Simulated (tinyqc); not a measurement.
Electromigration in a confined line: Blech product, Korhonen stress evolution and Black's law: one step, computed by the program tinyqc. Command: `OMP_NUM_THREADS=1 python tinyqc.py 3005925 3005926 out.jsonl emigr walk`. One thread of a shared host (Intel(R) Xeon(R) Processor @ 2.30GHz), about 0.01 s of CPU time with the checks.

The electron wind pushes atoms from the cathode (x = 0) to the anode (x = L); blocking ends build a back stress (tension positive). The input rho is taken not to change with temperature. d sigma/dt = d/dx [kappa (d sigma/dx + G)], with zero flux at both ends and sigma = sigma_0 at t = 0.

Problem. Driving force and diffusivities. G = Z* e rho j/Omega; D = D0 exp(-E/(k_B T)); kappa = D B Omega/(k_B T); drift velocity of an unconfined line v = D Z* e rho j/(k_B T). SI: 1 micro-ohm cm = 1e-8 ohm m, 1 MA/cm^2 = 1e10 A/m^2. Temperatures in kelvin are T(C) + 273.15.

Inputs (values chosen for the exercise, close to those used for cobalt lines):
```
quantity,value,unit
resistivity rho,10.9,micro-ohm cm
atomic volume Omega,11.1,angstrom^3
effective charge number Z*,1.5,-
prefactor D0,7.4e-07,m^2/s
activation energy E,1.34,eV
effective modulus B,50,GPa
current density j,1.1,MA/cm^2
test temperature T,220,C
```

Start: thermal stress.

Constants: e = 1.602176634e-19 C; k_B = 8.617333262e-05 eV/K; k_B = 1.380649e-23 J/K.

Give: stress gradient G; diffusivity D; kappa; drift velocity.

Solution.

stress gradient G = 25.96 MPa/um

diffusivity D = 1.496e-20 m^2/s

kappa = 1.220e-18 m^2/s

drift velocity = 0.002280 nm/h
